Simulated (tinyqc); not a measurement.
# Elastic trap-assisted tunnelling through a dielectric, step by step

Program tinyqc, `OMP_NUM_THREADS=1 python tinyqc.py 2370154 2370155 out.jsonl`; Intel Xeon 2.30GHz, shared host, one thread, about 0.05 s. Printed values are rounded.

Emitter at x = 0 (Fermi level 0), collector at x = t (Fermi level -V), band edge U(x) = phi - F x, F = V/t. A trap at x has the energy E = U(x) - Et. With G(u) = (4/(3 F)) sqrt(mo/C) max(u, 0)^1.5, C = hbar^2/(2 m0): S1 = G(phi - E) - G(Et), S2 = G(Et) - G(phi - V - E), T1,2 = exp(-S1,2). The steady rate through one trap is nu T1 T2 (f1 - f2)/(T1 + T2), f1 = f(E), f2 = f(E + V), f(y) = 1/(1 + exp(y/Vt)); both contacts offer states at E.

Inputs (values chosen for the exercise); dielectric values close to those of hafnium oxide:

| symbol | value | unit | meaning |
|---|---|---|---|
| T | 350 | K | temperature |
| phi | 1.49 | eV | barrier above the emitter Fermi level |
| mo | 0.2 | m0 | tunnelling mass |
| t | 4.8 | nm | thickness |
| Et | 1.16 | eV | trap depth below the band edge of the dielectric |
| Nt | 7.2e17 | cm^-3 | trap density |
| nu | 1e14 | 1/s | attempt frequency |
| n | 13 |  | points of the grid |
| V | 1.15 | V | voltage |
| xa | 0.8 | nm | left end of the grid |
| xb | 3.23 | nm | right end of the grid |

Constants: q = 1.602176634e-19 C, kB = 1.380649e-23 J/K, hbar = 1.054571817e-34 J s, m0 = 9.1093837015e-31 kg, Vt = kB T/q, hbar^2/(2 m0) = 0.0380998212 eV nm^2. Results are converted to the units shown.

Range of the model: Phonon-assisted (inelastic) capture, chains of traps and a spread of trap depths are left out.

## Rate through a trap near the best position

n equally spaced x from xa to xb, where nearly all of the current flows; J = q Nt times the integral of the rate, by Simpson's rule.

x, point 0 to 12 (nm): [0.800000, 1.002500, 1.205000, 1.407500, 1.610000, 1.812500, 2.015000, 2.217500, 2.420000, 2.622500, 2.825000, 3.027500, 3.230000]
E, point 0 to 12 (eV): [0.1383333, 0.0898177, 0.0413021, -0.0072135, -0.0557292, -0.1042448, -0.1527604, -0.2012760, -0.2497917, -0.2983073, -0.3468229, -0.3953385, -0.4438542]
S1, point 0 to 12: [4.10709, 5.19552, 6.30297, 7.42913, 8.57368, 9.73634, 10.91682, 12.11487, 13.33023, 14.56266, 15.81192, 17.07778, 18.36004]
S2, point 0 to 12: [14.77551, 14.33466, 13.84872, 13.32151, 12.75606, 12.15480, 11.51974, 10.85259, 10.15483, 9.42775, 8.67249, 7.89006, 7.08137]
f1 - f2, point 0 to 12: [0.01008522, 0.04843087, 0.2027164, 0.5595092, 0.8638619, 0.9694189, 0.9937250, 0.9987376, 0.9997470, 0.9999494, 0.9999899, 0.9999980, 0.9999996]
rate, point 0 to 12 (1/s): [3.861491e5, 2.881441e6, 1.959922e7, 9.144301e7, 2.454586e8, 4.684880e8, 6.379070e8, 4.263824e8, 1.559080e8, 4.709190e7, 1.357135e7, 3.829724e6, 1.062498e6]
J = 4.910842 A/cm^2

A converged quadrature gives 4.939 A/cm^2; this grid is 0.58 % below that. The rate peaks at x = 2.02 nm; traps sink below the emitter Fermi level beyond x = 1.38 nm.

## The best-placed trap against direct tunnelling

xs = 2.02 nm

At x = xs: E, S1, S2 and the occupation (T1 f1 + T2 f2)/(T1 + T2). Direct tunnelling at E = 0 has S = (4/(3 F)) sqrt(mo/C) [phi^1.5 - max(phi - V, 0)^1.5].

E = -0.1539583 eV
S1 = 10.94620
S2 = 11.50364
occupation = 0.6320261
S of direct tunnelling = 20.66290

The harder of the two steps has S = 11.5, 55.7 % of the direct exponent: the trap splits one long tunnelling path into two short ones.
